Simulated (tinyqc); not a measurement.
Inside a calculation. Method: RKS/PBE in the sto-3g basis, for H3+, spin multiplicity 1. Computed by tinyqc, a small Python program that keeps every step (integrals from PySCF). Settings: charge = 1, multiplicity = 1, basis = sto-3g, energy threshold = 1e-09, iteration cap = 78, orthogonalisation = symmetric, start = random, DIIS depth = 0, method = RKS, functional = pbe,pbe, grid = [40, 26]. Command: `OMP_NUM_THREADS=1 python tinyqc.py 31287 31288 out.jsonl` (the two numbers bound the seeds that draw the settings). One thread of a shared host (Intel(R) Xeon(R) Processor @ 2.60GHz), about 0.4 s of CPU time with the checks.

Geometry (angstrom):
```
atom        x        y        z
H     0.00000  0.00000  0.00000
H     0.00000  0.00000  1.46700
H     0.00000  1.39000  0.46800
```

Stop when the energy changes by less than 1e-09 hartree and every element of the error matrix X^T (F D S - S D F) X is below 9e-06.

Course of the cycle:
```
iteration  E (hartree)     change  largest element of the error matrix
1           -0.4533700          -                             2.59e-01
2           -0.9643702  -5.11e-01                             3.42e-01
3           -1.0558553  -9.15e-02                             2.33e-01
4           -1.0301007   2.58e-02                             3.08e-01
5           -1.0446813  -1.46e-02                             2.48e-01
6           -1.0343927   1.03e-02                             2.88e-01
7           -1.0402639  -5.87e-03                             2.60e-01
8           -1.0365452   3.72e-03                             2.77e-01
9           -1.0384507  -1.91e-03                             2.68e-01
10          -1.0375494   9.01e-04                             2.72e-01
11          -1.0376916  -1.42e-04                             2.72e-01
12          -1.0380006  -3.09e-04                             2.70e-01
13          -1.0373675   6.33e-04                             2.73e-01
14          -1.0381998  -8.32e-04                             2.69e-01
...                ...        ...                                  ...
65          -1.0371205   1.23e-03                             2.74e-01
66          -1.0383545  -1.23e-03                             2.68e-01
67          -1.0371205   1.23e-03                             2.74e-01
68          -1.0383545  -1.23e-03                             2.68e-01
69          -1.0371205   1.23e-03                             2.74e-01
70          -1.0383545  -1.23e-03                             2.68e-01
71          -1.0371205   1.23e-03                             2.74e-01
72          -1.0383545  -1.23e-03                             2.68e-01
73          -1.0371205   1.23e-03                             2.74e-01
74          -1.0383545  -1.23e-03                             2.68e-01
75          -1.0371205   1.23e-03                             2.74e-01
76          -1.0383545  -1.23e-03                             2.68e-01
77          -1.0371205   1.23e-03                             2.74e-01
78          -1.0383545  -1.23e-03                             2.68e-01
```

Can the last value be used, and what does the course show?

Not by the stop rule. Not converged within the cap of 78 iterations: the residual has stopped falling: the iteration swings between two states. Reruns (cap 100 unless said): DIIS 8: converged in 14; damping 0.5: converged in 31; level shift 0.5: converged in 10; atomic densities as start, DIIS 8: converged in 12; the original settings with a cap of 400: not converged. PySCF RKS in the same basis, fine grid = -1.1883529 hartree, which differs from a converged run on this coarse grid by the grid error.
